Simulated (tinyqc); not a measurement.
# Worked calculation: gated two-dimensional channel with two bands, quantum capacitance

tinyqc, about 0.01 s, one thread, Intel Xeon 2.30GHz (shared host): `OMP_NUM_THREADS=1 python tinyqc.py 2200114 2200115 out.jsonl` Printed values are rounded.

phi is the Fermi level above the lowest band edge, in volts; Vg is counted from the gate voltage at which an empty channel would have phi = 0. The channel has no thickness; trap charge is -q Dit phi.

Inputs (values chosen for the exercise); lowest band close to that of a thin silicon body:
- T = 300 K (temperature)
- eox = 3.9 (relative permittivity of the gate insulator (close to silicon dioxide))
- tox = 7 nm (insulator thickness)
- md = 0.197 m0 (in-plane mass)
- gv = 2 (valley degeneracy)
- m2 = 0.29 m0 (in-plane mass of a second band, chosen freely)
- g2 = 4 (valley degeneracy of that band, chosen freely)
- E2 = 0.21 eV (second band edge above the first)
- Dit = 0 cm^-2 eV^-1 (density of traps)
- Vg = 0.57 V (gate voltage)

Constants: q = 1.602176634e-19 C, kB = 1.380649e-23 J/K, hbar = 1.054571817e-34 J s, m0 = 9.1093837015e-31 kg, Vt = kB T/q, eps0 = 8.8541878128e-14 F/cm where lengths are in cm. Results are converted to the units shown.

## Gate capacitance

Cox = eps0 eox/tox.

Cox = 0.4933047 uF/cm^2

## Starting value

phi = 0.01 V.

phi at the start = 0.01 V

## Iteration 1: new phi

D1 = gv md m0 q/(pi hbar^2), D2 = g2 m2 m0 q/(pi hbar^2) per eV; n1 = D1 Vt ln(1 + exp(phi/Vt)), n2 = D2 Vt ln(1 + exp((phi - E2)/Vt)), n = n1 + n2; Cq = q dn/dphi = q [D1/(1 + exp(-phi/Vt)) + D2/(1 + exp((E2 - phi)/Vt))]. Newton: f = phi + q (n + Dit phi)/Cox - Vg, phi(new) = phi - f/(1 + (Cq + q Dit)/Cox).

n1 = 3.851280e12 cm^-2
n2 = 5.468930e9 cm^-2
Cq = 15.73742 uF/cm^2
f = 0.6926119 V
phi after iteration 1 = -0.01105073 V

## Iteration 2: new phi

As before.

n1 = 2.136313e12 cm^-2
n2 = 2.422805e9 cm^-2
Cq = 10.42396 uF/cm^2
f = 0.1135771 V
phi after iteration 2 = -0.01618280 V

## Course of the iteration

Stop when the step is below 1e-10 V, or after 40 iterations.

Course of the iteration:

| iteration | phi before the step (V) | step (V) |
|---|---|---|
| 1 | 0.01 | -0.0211 |
| 2 | -0.01105073 | -5.13e-3 |
| 3 | -0.01618280 | -3.27e-4 |
| 4 | -0.01650956 | -1.29e-6 |
| 5 | -0.01651084 | -1.99e-11 |

Converged in 5 iterations.

## Charge and capacitances at the solution

converged phi = -0.01651084 V

D1 = gv md m0 q/(pi hbar^2), D2 = g2 m2 m0 q/(pi hbar^2) per eV; n1 = D1 Vt ln(1 + exp(phi/Vt)), n2 = D2 Vt ln(1 + exp((phi - E2)/Vt)), n = n1 + n2; Cq = q dn/dphi = q [D1/(1 + exp(-phi/Vt)) + D2/(1 + exp((E2 - phi)/Vt))]. 1/C_G = 1/Cox + 1/(Cq + q Dit); dphi/dVg = Cox/(Cox + Cq + q Dit).

n = 1.805847e12 cm^-2
Cq = 9.124116 uF/cm^2
C_G = 0.4680018 uF/cm^2
dphi/dVg = 0.05129283

Cq is 18.5 times Cox, so C_G is 94.9 % of Cox.
